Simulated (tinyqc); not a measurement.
Worked calculation: charge neutrality level from zone-averaged pseudopotential bands. Values are carried at full precision from step to step, so a last printed digit may differ when a step is redone from the rounded ones.

Empirical pseudopotential on the fcc lattice, atoms at +/- tau, tau = a (1,1,1)/8, no spin-orbit coupling. H(G,G') = c (2 pi/a)^2 |k + G|^2 delta + VS(q) cos(q.tau) + i VA(q) sin(q.tau), q = G - G', c = hbar^2/2m0; k and G in units of 2 pi/a; VS at |q|^2 = 3, 8, 11 and VA at 3, 4, 11, in rydberg, zero elsewhere. At each k the basis holds all G with |k + G|^2 up to 16; energies are counted from the fourth level at Gamma.

Mesh: k = sum_i (n_i + 1/2)/N b_i, n_i = 0 ... N - 1, b = (-1,1,1), (1,-1,1), (1,1,-1); points with the same sorted |kx|, |ky|, |kz| after folding to the shortest k + G are joined, with their count as weight. Neutrality (branch-point) level: E_N = (1/2) mean over k of [E5 + (E3 + E4)/2], E_n the n-th level from below.

Constants: hbar^2/2m0 = 3.80998211 eV angstrom^2; Ry = 13.60569312 eV.

Values chosen for the exercise (classic local form factors of the size used for Si, without spin-orbit coupling; the results hold for these values, not for the real material): a = 5.44 angstrom (lattice constant); VS = (-0.206, 0.039, 0.08) Ry (symmetric form factors); VA = (0, 0, 0) Ry (antisymmetric form factors); mesh = 4 (points along each reciprocal vector).

## Levels on the mesh

Diagonalise at each joined point.

Levels (eV):

| kx | ky | kz | weight | E3 | E4 | E5 | E6 |
|---|---|---|---|---|---|---|---|
| 0.1250 | 0.1250 | 0.1250 | 2 | -0.2881 | -0.2881 | 3.0228 | 3.7805 |
| 0.3750 | 0.1250 | 0.1250 | 6 | -1.3758 | -1.2959 | 2.5242 | 4.4944 |
| 0.3750 | 0.3750 | 0.1250 | 6 | -2.4516 | -0.8087 | 3.1739 | 4.3066 |
| 0.3750 | 0.3750 | 0.3750 | 2 | -1.1678 | -1.1678 | 1.9259 | 4.0200 |
| 0.6250 | 0.1250 | 0.1250 | 6 | -2.8391 | -2.3566 | 1.5524 | 3.0946 |
| 0.6250 | 0.3750 | 0.1250 | 12 | -3.5327 | -2.0510 | 3.2188 | 3.9643 |
| 0.6250 | 0.3750 | 0.3750 | 6 | -2.4262 | -1.6746 | 2.4940 | 3.9399 |
| 0.6250 | 0.6250 | 0.1250 | 6 | -4.2397 | -2.0135 | 2.0604 | 5.8752 |
| 0.8750 | 0.1250 | 0.1250 | 6 | -3.6656 | -2.8656 | 1.0128 | 2.1507 |
| 0.8750 | 0.3750 | 0.1250 | 12 | -4.3163 | -3.1534 | 2.6213 | 4.5916 |

## Gaps

Level 5 at Gamma, at the lowest of (f,0,0) with f = 0.8, 0.85, 0.9, 1, and at (1/2,1/2,1/2).

gaps to Gamma, Delta/X, L (eV): 3.3056  0.6861  1.7790

## The neutrality level

Energies are counted from the valence top at Gamma. E_N = (1/2) weighted mean of [E5 + (E3 + E4)/2]. Compare with half the smallest indirect gap, min(Delta/X, L)/2, and give the barrier for electrons in the limit of full pinning, min(gaps) - E_N.

mean of E5 = 2.4513 eV
mean of (E3 + E4)/2 = -2.5824 eV
E_N = -0.0655 eV
half the indirect gap = 0.3431 eV
pinned barrier for electrons = 0.7516 eV

E_N lies below the valence top by 0.066 eV. The two estimates differ by 0.41 eV; both rules are good to a few tenths of an eV only, so a position within that distance of a band edge or of mid-gap is not settled. Local form factors place the indirect gaps only to a few tenths of an eV, and E_N moves with them. Spin-orbit coupling, left out, would lift the valence top by a third of its splitting.

## Checks

- Sum of the weights against N^3: both 64.

Computed by tinyqc, a small Python program: `OMP_NUM_THREADS=1 python tinyqc.py 1851215 1851216 out.jsonl` (the numbers bound the seed that draws the inputs); one thread of a shared host (Intel(R) Xeon(R) Processor @ 2.30GHz), about 0.09 s for the whole set of steps.
